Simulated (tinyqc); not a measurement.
A ladder of methods, and size consistency: correlation methods against full CI in the sto-6g basis, for H6, spin multiplicity 1. Computed by the program tinyqc with PySCF. 

Geometry (angstrom):
```
atom,x,y,z
H,0.0000,0.0000,0.0000
H,0.0000,0.0000,1.0740
H,0.0000,0.0000,2.4710
H,0.0000,0.0000,3.5460
H,0.0000,0.0000,4.9430
H,0.0000,0.0000,6.0170
```

RHF energy of one = -3.139930 hartree

All electrons correlated; +Q is the Davidson correction (1 - c0^2) E_corr. The last columns treat two copies 100 angstrom apart as one system. FCI is the lowest singlet.

Correlation energies (hartree):
```
method,E_corr of one,share of FCI (%),E_corr of two at 100 angstrom,two minus twice one (mhartree)
MP2,-0.06985,59.307,-0.13969,0.000
CISD,-0.11015,93.534,-0.20273,17.582
CISD+Q,-0.12051,102.330,-0.23275,8.277
CCSD,-0.11734,99.634,-0.23468,0.000
CCSD(T),-0.11765,99.899,-0.23530,0.000
FCI,-0.11777,100.000,-,-
```

MP2 recovers 59 %, CISD 93.5 % and CCSD 99.6 % of the FCI value (c0^2 = 0.906 in CISD). MP2 and coupled cluster are size consistent, so their last column vanishes; CISD loses 17.58 mhartree, since a double excitation on each copy is a quadruple of the pair, and the Davidson correction leaves +8.28.
